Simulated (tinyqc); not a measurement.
From results back to parameters: Peierls distortion of a half-filled chain. Three cases, with inputs chosen for the exercise.

Problem. The gap 2D and the difference 4 u0 between long and short bonds are given; al and K are hidden. Equilibrium: 1 = (4 al^2/K) mean(sin^2 x/|E|).

Atoms move by +/- u, so bonds change by -/+ 2u and hoppings are t +/- 2 al u. Bands E = -/+ sqrt((2 t cos x)^2 + D^2 sin^2 x) with D = 4 al u, x = k a in (0, pi/2); the gap is 2D. Energy per atom at zero temperature: E(u) = -mean_x sqrt(...) + 2 K u^2; exactly, the mean is (4t/pi) E(1 - z^2), z = D/2t, E the complete elliptic integral of the second kind with parameter m. Coupling lambda = 2 al^2/(pi t K).

Case 1.

Values chosen: t = 2.11 eV (hopping of the even chain).
gap = 2.89097 eV
4 u0 = 0.267682 angstrom

Case 2.

Values chosen: t = 1.83 eV (hopping of the even chain).
gap = 0.40713 eV
4 u0 = 0.039915 angstrom

Case 3.

Values chosen: t = 2.42 eV (hopping of the even chain).
gap = 3.41872 eV
4 u0 = 0.280223 angstrom

Find: al; mean(sin^2 x/|E|); K.

Solution. gap = 8 al u0 = 2 al (4 u0) gives al; the mean follows from t and D, equal to (K(m) - E(m))/(pi t m) with m = 1 - z^2; then K = 4 al^2 mean.

Case 1.

al = 5.40 eV/angstrom
mean(sin^2 x/|E|) = 0.2366 1/eV
K = 27.6 eV/angstrom^2

Case 2.

al = 5.10 eV/angstrom
mean(sin^2 x/|E|) = 0.5709 1/eV
K = 59.4 eV/angstrom^2

Case 3.

al = 6.10 eV/angstrom
mean(sin^2 x/|E|) = 0.2029 1/eV
K = 30.2 eV/angstrom^2

Computed by tinyqc, one run a case: `OMP_NUM_THREADS=1 python tinyqc.py N N+1 out.jsonl` with N = 1650588, 1651052, 1651054; one thread of a shared Intel(R) Xeon(R) Processor @ 2.30GHz, about 0.07 s a run at most.
